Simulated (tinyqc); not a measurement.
Exciton in a hard-walled quantum well (variational): sweeps and comparisons. A value that a table varies takes the place of the one given here.

Electron and hole in the lowest states cos(pi z/L) of a hard-walled well; relative motion in the plane exp(-rho/lam). E(lam) = c/(mu lam^2) - (q/eps) <1/r>, <1/r> = integral over k from 0 to infinity of F(kL) (1 + (k lam/2)^2)^(-3/2), F(x) = [3x + 8 pi^2/x - 32 pi^4 (1 - exp(-x))/(x^2 (x^2 + 4 pi^2))]/(x^2 + 4 pi^2); c = hbar^2/2m0, q = e^2/(4 pi eps0). E is counted from the subband edge.

Constants: hbar^2/2m0 = 3.80998211 eV angstrom^2; e^2/(4 pi eps0) = 14.39964547 eV angstrom; Ry = 13.60569312 eV.

Values chosen for the exercise (near those of InGaAs; shifted at random, so the results belong to these values and not to a real crystal):
- xs = (0.036, 0.2, 0.59, 2.4, 3.1, 8.5, 27, 75) ((E - Eg)/Ry*)
- eps = 14.2 (dielectric constant)
- Ls = (27, 67, 112, 268, 549, 954, 1308) angstrom (widths)
- me = 0.039 m0 (electron mass)
- mh = 0.102 m0 (hole mass)
- L = 509 angstrom (well width)

## Coulomb enhancement above the gap (Wannier exciton and Elliott formula)

Ry* = 1.9037 meV

With x = (E - Eg)/Ry* and y = pi/sqrt(x): S3 = y exp(y)/sinh(y), and S2 = exp(y)/cosh(y). Free-pair absorption goes as sqrt(x) in three dimensions and is constant in two.

Factors:

| x | E - Eg (meV) | sqrt(x) | S3 | S3 sqrt(x) | S2 |
|---|---|---|---|---|---|
| 0.036 | 0.07 | 0.190 | 33.115 | 6.283 | 2.000 |
| 0.20 | 0.38 | 0.447 | 14.050 | 6.283 | 2.000 |
| 0.59 | 1.12 | 0.768 | 8.182 | 6.285 | 1.999 |
| 2.4 | 4.57 | 1.549 | 4.127 | 6.394 | 1.966 |
| 3.1 | 5.90 | 1.761 | 3.672 | 6.465 | 1.945 |
| 8.5 | 16.18 | 2.915 | 2.438 | 7.107 | 1.792 |
| 27 | 51.40 | 5.196 | 1.724 | 8.956 | 1.540 |
| 75 | 142.77 | 8.660 | 1.406 | 12.178 | 1.348 |

In three dimensions the product tends to 2 pi = 6.283 at the edge (6.283 in the first row), so the square-root onset becomes a step. Even 143 meV above the gap the enhancement is 1.41; it decays only as 1 + pi/sqrt(x) = 1.36. In two dimensions it never exceeds 2 and has fallen to 1.35.

## Width of the well

mu = 0.028213 m0
a* = 266.345 angstrom

The minimum for each width. The strength per area goes as |phi(0)|^2 = 2/(pi lam^2), listed relative to the strict two-dimensional value.

Results:

| L (angstrom) | L/a* | lam (angstrom) | binding (meV) | in Ry* | strength |
|---|---|---|---|---|---|
| 27 | 0.10 | 150.9 | 6.67 | 3.504 | 0.779 |
| 67 | 0.25 | 170.3 | 5.81 | 3.052 | 0.612 |
| 112 | 0.42 | 187.9 | 5.17 | 2.714 | 0.502 |
| 268 | 1.01 | 234.2 | 3.92 | 2.061 | 0.323 |
| 549 | 2.06 | 294.1 | 2.91 | 1.527 | 0.205 |
| 954 | 3.58 | 359.3 | 2.21 | 1.161 | 0.137 |
| 1308 | 4.91 | 406.2 | 1.86 | 0.978 | 0.108 |

The binding falls from 3.50 to 0.98 Ry*. It drops below the bulk value Ry* between 954 and 1308 angstrom, which is a failure of the trial function: it has no correlation along z, so it cannot reach the bulk limit. Even at L = 0.10 a* only 88 % of the two-dimensional limit is reached. With finite barriers the binding would peak at some width and fall again as the carriers leak out.

## What each parameter does

1/mu = 1/me + 1/mh, Ry* = Ry mu/eps^2; the minimum over lam. Each row changes one parameter from the base and keeps the others.

Results:

| case | binding (meV) | lam (angstrom) | binding/Ry* |
|---|---|---|---|
| base | 3.01 | 286.6 | 1.581 |
| me = 0.0331 m0 | 2.81 | 310.7 | 1.669 |
| mh = 0.0714 m0 | 2.83 | 308.8 | 1.662 |
| eps = 12.8 | 3.53 | 267.7 | 1.507 |
| L = 356 angstrom | 3.51 | 255.1 | 1.844 |

The largest shifts from the base row, up to three for each result and ties (the steps differ in size, so this ranks the rows, not the parameters). binding (meV): eps +0.52, L +0.50, me -0.20. lam (angstrom): L -31.5, me +24.1, mh +22.2. binding/Ry*: L +0.264, me +0.088, mh +0.081.

Computed by tinyqc, a small Python program: `OMP_NUM_THREADS=1 python tinyqc.py 1282109 1282110 out.jsonl` (the numbers bound the seed that draws the inputs); one thread of a shared host (Intel(R) Xeon(R) Processor @ 2.30GHz), about 0.01 s for the whole set of steps.
